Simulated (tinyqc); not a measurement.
# Composition from the perpendicular lattice constant

Question. The layer is x parts of the first compound and 1 - x of the second, grown coherently on the second as substrate and barrier. Rows of the table: lattice constant a, average valence level Ea on an absolute scale, spin-orbit splitting so, gaps at Gamma, X and L, hydrostatic deformation potentials av and ac (Gamma), shear potential b, elastic constants, electron and heavy-hole (along z) masses. All are interpolated linearly in x; gaps get -C x (1 - x), taken wholly in the conduction band; real line-ups can differ from this model by 0.1 eV or more. In-plane strain e = (a_substrate - a)/a, e_z = -2 (c12/c11) e, volume change 2 e + e_z. X-ray diffraction gives a_z = a (1 + e_z) of the coherent layer. Find x, e and the relaxed Gamma gap.

Parameters, values chosen for the exercise:
```
symbol,value,unit,meaning
CG,0.1,eV,bowing of the Gamma gap
CX,0.27,eV,bowing of the X gap
CL,0.27,eV,bowing of the L gap
```

Binary compounds, values chosen for the exercise:
```
              close to InAs  close to InP
a (angstrom)          6.058         5.869
Ea (eV)               -6.67         -7.04
so (eV)               0.377         0.109
EG (eV)               0.353          1.33
EX (eV)                1.38          2.19
EL (eV)                1.08          1.94
av (eV)               0.992          1.28
ac (eV)               -5.09         -5.05
b (eV)                -1.82         -1.71
c11 (GPa)              82.4           102
c12 (GPa)              45.2          56.9
me (m0)              0.0231        0.0801
mh (m0)               0.328         0.537
```

lattice constant along the growth direction = 5.98470785 angstrom

Solution. a_z changes steadily with x, about (1 + 2 c12/c11) times as fast as the relaxed lattice constant, so one composition matches.

x = 0.2900
e = -0.9252 %
relaxed Gamma gap = 1.026 eV

Computed by the program tinyqc: `OMP_NUM_THREADS=1 python tinyqc.py 2690170 2690171 out.jsonl`, one thread of a shared Intel Xeon 2.30GHz, about 0.01 s for the whole run.
